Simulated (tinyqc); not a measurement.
Worked calculation: carrier lifetime from Shockley-Read-Hall, radiative, Auger and surface recombination. Computed by tinyqc, a small Python program that keeps every step. Command: `OMP_NUM_THREADS=1 python tinyqc.py 3002071 3002072 out.jsonl lifetime walk`. One thread of a shared host (Intel(R) Xeon(R) Processor @ 2.30GHz), about 0.02 s of CPU time with the checks. Intermediate numbers are printed to about 7 digits and carried at full precision; extremes and crossings named in words are read from the listed rows.

Energies are counted from the top of the valence band. Boltzmann statistics, full ionisation, and equal excess densities of electrons and holes.

Inputs (values chosen for the exercise, for a model semiconductor):
```
quantity                          value        unit
gap E_g                            3.05          eV
electron mass m_e                 0.177         m_0
valleys M_c                           1           -
hole mass m_h                     0.608         m_0
temperature T                       300           K
doping N                        1.5e+17       cm^-3
trap level E_t                     1.52          eV
trap density N_t                4.4e+13       cm^-3
electron cross-section sigma_n  3.2e-15        cm^2
hole cross-section sigma_p      3.8e-16        cm^2
radiative coefficient B         1.3e-10      cm^3/s
Auger coefficient C_n           9.8e-31      cm^6/s
Auger coefficient C_p           6.8e-32      cm^6/s
excess density dn                 7e+17       cm^-3
generation rate G               4.2e+23  cm^-3 s^-1
diffusion coefficient D             9.1      cm^2/s
surface velocity S                  140        cm/s
thickness W                          24  micrometre
```

Doping: n-type. Surface term: two equal surfaces.

Constants: m_0 = 9.1093837015e-31 kg; k_B = 1.380649e-23 J/K; h = 6.62607015e-34 J s; k_B = 8.617333262e-05 eV/K.

## Equilibrium densities

N_c = 2 M_c (2 pi m_e k_B T/h^2)^(3/2) and N_v = 2 (2 pi m_h k_B T/h^2)^(3/2), masses in units of m_0. n_i = sqrt(N_c N_v) exp(-E_g/2 k_B T); majority density N/2 + sqrt(N^2/4 + n_i^2), minority density n_i^2 over it.

N_c = 1.868667e+18 cm^-3

N_v = 1.189672e+19 cm^-3

n_i = 1.133985e-07 cm^-3

n_0 = 1.50e+17 cm^-3

p_0 = 8.572809e-32 cm^-3

## Capture times and SRH densities

v = sqrt(3 k_B T/m) with m_e or m_h; tau_n0 = 1/(sigma_n v_n N_t), tau_p0 = 1/(sigma_p v_p N_t); n1 = N_c exp(-(E_g - E_t)/k_B T), p1 = N_v exp(-E_t/k_B T).

v_n = 2.776079e+07 cm/s

v_p = 1.497844e+07 cm/s

tau_n0 = 2.558383e-07 s

tau_p0 = 3.992980e-06 s

n1 = 3.703933e-08 cm^-3

p1 = 3.471772e-07 cm^-3

n1 and p1 are both far below the doping: the level acts as a deep recombination centre.

## Surface lifetime

The slowest diffusion mode has x tan x = S W/(2 D) with 0 < x < pi/2 (bisection), and tau_s = W^2/(4 x^2 D). The common approximation is W/(2 S) + W^2/(pi^2 D).

x = 0.1354566

tau_s = 8.624240e-06 s

approximate tau_s = 8.635562e-06 s

The approximation is off by 0.13 %. Recombination at the surfaces limits: tau_s is close to W/2S.

## Lifetimes at the given injection

With n = n_0 + dn, p = p_0 + dn and U/dn = 1/tau: (n p - n_i^2)/dn = n_0 + p_0 + dn = s; 1/tau_SRH = s/[tau_p0 (n + n1) + tau_n0 (p + p1)]; 1/tau_rad = B s; 1/tau_Aug = (C_n n + C_p p) s; the rates add, with 1/tau_s. Radiative efficiency = tau_eff/tau_rad; effective diffusion length = sqrt(D tau_eff).

tau_SRH at dn = 4.203670e-06 s

tau_rad at dn = 9.049774e-09 s

tau_Aug at dn = 1.335987e-06 s

effective lifetime at dn = 8.960385e-09 s

radiative efficiency at dn = 0.9901225

effective diffusion length at dn = 2.855512 micrometre

Radiative recombination carries 99 % of the rate; dn/N = 4.7 is intermediate injection. Caution: the excess density is near an effective density of states, where Boltzmann statistics fail. Caution: beyond low injection D should be the ambipolar coefficient.

## Steady state under generation

dn solves dn/tau_eff(dn) = G (60 bisections in ln dn between 1e-2 and 1e22 cm^-3); the splitting of the quasi-Fermi levels is k_B T ln(n p/n_i^2).

steady excess density = 1.880278e+16 cm^-3

lifetime in the steady state = 4.476853e-08 s

quasi-Fermi splitting under G = 2.821100 eV

The splitting, an upper bound for e V_oc, is 92 % of the gap.

## Lifetime against injection

Rows stop below half the smaller effective density of states.

Lifetimes (s):
```
dn (cm^-3)           SRH     radiative         Auger     effective  radiative efficiency  fastest channel
1.00e+10    3.992980e-06  5.128205e-08  4.535147e-05  5.028046e-08             0.9804690        radiative
1.00e+11    3.992980e-06  5.128202e-08  4.535141e-05  5.028043e-08             0.9804690        radiative
1.00e+12    3.992982e-06  5.128171e-08  4.535085e-05  5.028013e-08             0.9804691        radiative
1.00e+13    3.992997e-06  5.127863e-08  4.534522e-05  5.027717e-08             0.9804701        radiative
1.00e+14    3.993150e-06  5.124789e-08  4.528897e-05  5.024757e-08             0.9804808        radiative
1.00e+15    3.994674e-06  5.094244e-08  4.473223e-05  4.995344e-08             0.9805861        radiative
1.00e+16    4.008970e-06  4.807692e-08  3.968758e-05  4.719076e-08             0.9815678        radiative
1.00e+17    4.095315e-06  3.076923e-08  1.588562e-05  3.037383e-08             0.9871493        radiative
```

tau_SRH goes from 3.99e-6 s at low injection (the minority capture time, 3.99e-6 s) to 4.10e-6 s in the last row; at high injection it tends to tau_n0 + tau_p0 = 4.25e-6 s. Ruling channel by row: radiative from 1e10 cm^-3.

## Where in the gap a trap does harm

Low injection: tau = [tau_p0 (n_0 + n1) + tau_n0 (p_0 + p1)]/(n_0 + p_0). Depleted region (n = p = 0): generation lifetime tau_g = (tau_p0 n1 + tau_n0 p1)/n_i. n1 = N_c exp(-(E_g - E_t)/k_B T), p1 = N_v exp(-E_t/k_B T).

The same trap at other energies:
```
E_t (eV)  SRH lifetime (s)  generation lifetime (s)
0.183         4.010081e-06             2.262148e+16
0.457         3.992980e-06             5.643177e+11
0.762         3.992980e-06             4.243744e+06
1.068         3.992980e-06             3.070262e+01
1.372         3.992980e-06             2.399981e-04
1.525         3.992980e-06             2.228046e-06
1.678         3.992980e-06             5.883524e-04
1.982         3.992980e-06             7.526819e+01
2.287         3.992980e-06             1.000889e+07
2.592         3.992981e-06             1.330946e+12
2.867         4.034905e-06             5.545710e+16
```

The SRH lifetime (other channels left aside) stays within 10 % of its least value, among these rows, from E_t = 0.183 to 2.867 eV. The generation lifetime has a sharp minimum, among these rows at 1.525 eV and exactly at 1.513 eV, where tau_p0 n1 = tau_n0 p1, since generation needs two thermal jumps and the larger one rules.

Checks made by the program: n1 p1 = n_i^2 (relative difference below 1e-10); x tan x at the root (relative difference below 1e-10).
